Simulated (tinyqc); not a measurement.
Occupation against the Fermi level: defect-molecule model of a vacancy with Jahn-Teller distortion.

Four dangling hybrids a, b, c, d point into the vacancy: H_ii = E0, and -gm between any two. A tetragonal distortion Q pairs a with b and c with d: those two couplings become -gm - I Q and the other four -gm + I Q/2, at an elastic cost k Q^2/2. The a1 level holds two electrons; charge states 2+, + and 0 put n = 0, 1, 2 more into the lowest level of t2 origin. Energy from the 2+ state at Q = 0, with the Fermi level mu counted from Ev: W_n(Q) = n (et - 2 I Q) + k Q^2/2 + Uc n (n - 1)/2 - n mu. et = E0 + gm is the undistorted t2 level.

Constants: kB = 8.617333262e-05 eV/K.

Parameters, chosen for this exercise (of the size used for the vacancy in silicon; the results hold for these values, not for the real material):
```
symbol  value  unit           meaning
E0      0.03   eV             level of a dangling hybrid, from Ev
gm      0.29   eV             coupling between two dangling hybrids
I       1.1    eV/angstrom    Jahn-Teller coupling
k       18.6   eV/angstrom^2  force constant of the mode
Uc      0.21   eV             repulsion of two electrons in one orbital
T       300    K              temperature
mu1     0.04   eV             first Fermi level
```

Weights g_n exp(-W_n/kT) with W_n = n et - n^2 E_JT + Uc n (n - 1)/2 - n mu, E_JT = 2 I^2/k, degeneracies 1, 6 (spin and three axes) and 3; mu = mu1 + 0.03 j eV.

Shares:
```
mu (eV),2+,+,0,mean charge
0.04,0.9819,0.0179,0.0002,1.9818
0.07,0.9434,0.0548,0.0018,1.9415
0.10,0.8296,0.1538,0.0166,1.8131
0.13,0.5571,0.3296,0.1133,1.4438
0.16,0.2016,0.3806,0.4177,0.7839
0.19,0.0356,0.2142,0.7502,0.2853
0.22,0.0043,0.0818,0.9140,0.0903
0.25,0.0004,0.0273,0.9723,0.0281
0.28,0.0000,0.0087,0.9912,0.0088
```

U_eff = Uc - 2 E_JT = -0.050 eV and kT = 25.9 meV. The + state reaches at most 38.1 % on these rows, at mu = 0.16 eV. The mean charge goes from 1.98 to 0.01.

Computed by tinyqc, a small Python program: `OMP_NUM_THREADS=1 python tinyqc.py 1481041 1481042 out.jsonl` (the numbers bound the seed that draws the inputs); one thread of a shared host (Intel(R) Xeon(R) Processor @ 2.30GHz), about 0.01 s for the whole set of steps.
